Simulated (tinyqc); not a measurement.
Ballistic transport through the one-dimensional subbands of a rectangular nanowire or nanosheet channel: one step, computed by the program tinyqc.

Hard walls, parabolic subbands, transport along x. Energies are counted from the bulk conduction band edge at the top of the barrier, which the gate pulls down by U; the source Fermi level lies at the bulk edge when U = 0.

Question. Conductance, capacitance and scattering. Linear conductance G = (2 e^2/h) sum_i g f(eta_i), g = 2, f = 1/(1 + exp(-eta_i)), with the barrier frozen at the eta_i above; current per perimeter I/(2(a + b)); with scattering, transmission lambda/(lambda + L) and low-bias resistance (1 + L/lambda)/G.

Inputs (values chosen for the exercise, modelled on silicon): height a = 4.6 nm; width b = 5.3 nm; temperature T = 300 K; mean free path for back-scattering lambda = 62 nm; channel length L = 44 nm.

Valleys: silicon [100] wire.

Occupation:
```
subband      eta_i    n_i (1/nm)  I_i (microampere)
1         3.066143  6.002542e-01       6.811159e+00
2         2.355928  4.829793e-01       6.090657e+00
3         0.848706  2.500081e-01       3.661360e+00
4         0.685549  2.284276e-01       3.370302e+00
5         0.187365  3.736073e-01       2.525835e+00
6        -2.098417  2.643358e-02       3.930672e-01
7        -2.847021  1.298135e-02       1.924700e-01
8        -5.109925  1.394325e-03       2.061586e-02
9        -5.995969  5.761396e-04       8.516798e-03
10       -7.327361  1.523394e-04       2.251721e-03
```

ballistic current I = 23.07624 microampere

Constants: e = 1.602176634e-19 C; h = 6.62607015e-34 J s.

Give: open modes sum g f; ballistic conductance; current per perimeter; transmission; low-bias resistance with scattering.

Answer.

open modes sum g f = 7.908

ballistic conductance = 612.7 microsiemens

current per perimeter = 1165 microampere/micrometre

transmission = 0.5849

low-bias resistance with scattering = 2.790 kiloohm

Even without scattering the wire has h/(2 e^2 M) = 1.63 kiloohm, which sits in the contacts.
